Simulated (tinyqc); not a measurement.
Composition and strain of an epitaxial Si(1-x)Ge(x) layer from Raman and X-ray peaks. From Si-Si peak back to Ge fraction x. Computed by tinyqc, a small Python program. Command: `OMP_NUM_THREADS=1 python tinyqc.py 3020514 3020515 out.jsonl epiraman inv`. One thread of a shared host (Intel(R) Xeon(R) Processor @ 2.30GHz), about 0.02 s of CPU time with the checks.

A (001) layer, biaxially strained in the plane. The Raman peaks follow empirical lines omega = w0 + c1 x + c3 x^3 + b eps (c3 for Si-Ge alone), with eps the in-plane strain.

Inputs (values chosen for the exercise, modelled on silicon-germanium):

| quantity | value | unit |
|---|---|---|
| degree of relaxation R | 0.21 | - |
| lattice constant of Si | 5.431 | angstrom |
| lattice constant of Ge | 5.658 | angstrom |
| bowing B | 0.028 | angstrom |
| 2 C12/C11 of Si | 0.777 | - |
| 2 C12/C11 of Ge | 0.745 | - |
| Si-Si: w0 | 520.3 | 1/cm |
| Si-Si: c1 | -69.1 | 1/cm |
| Si-Si: strain coefficient b | -706 | 1/cm |
| Si-Ge: w0 | 400.3 | 1/cm |
| Si-Ge: c1 | 24.1 | 1/cm |
| Si-Ge: c3 | -32.3 | 1/cm |
| Si-Ge: strain coefficient b | -605 | 1/cm |
| Ge-Ge: w0 | 280.3 | 1/cm |
| Ge-Ge: c1 | 19.1 | 1/cm |
| Ge-Ge: strain coefficient b | -447 | 1/cm |

Substrate: silicon.

Method:
- Relaxed lattice constant a(x) = a_Si + (a_Ge - a_Si) x - B x (1 - x).
- In-plane constant a_par = a_sub + R (a(x) - a_sub); eps = a_par/a(x) - 1; eps_perp = -(2 C12/C11) eps with 2 C12/C11 linear in x; a_perp = a(x) (1 + eps_perp).
- Insert x and eps in the three lines; the strain part is b eps.

Problem. A run gave the result below. Find the Ge fraction x, known to lie between 0.37 and 0.82.

Si-Si peak = 500.218 1/cm

Solution.

Each step takes the trial c = (a f_b - b f_a)/(f_b - f_a), f being the result less the target and a, b, c the logarithms of the listed values; c replaces end b, the old b replaces a if the sign of f changed, and otherwise f_a is halved.

Scan of the range:

| Ge fraction x | Si-Si peak (1/cm) |
|---|---|
| 0.370 | 502.576 |
| 0.422 | 500.129 |
| 0.482 | 497.318 |
| 0.551 | 494.101 |
| 0.629 | 490.486 |
| 0.718 | 486.387 |
| 0.820 | 481.723 |

False position (Illinois rule, in the logarithm of the input) inside the bracket:

| step | end a | end b | trial | Si-Si peak (1/cm) |
|---|---|---|---|---|
| 1 | 0.370000 | 0.422000 | 0.419982 | 500.224 |
| 2 | 0.422000 | 0.419982 | 0.420101 | 500.218 |
| 3 | 0.422000 | 0.420101 | 0.420101 | 500.218 |
| 4 | 0.420101 | 0.420101 | 0.420101 | 500.218 |

Si-Si peak falls at every point of a 13-point scan of the range (every second point is shown), so one value fits; it is bracketed by 0.370 and 0.422. Answer: Ge fraction x = 0.4201.
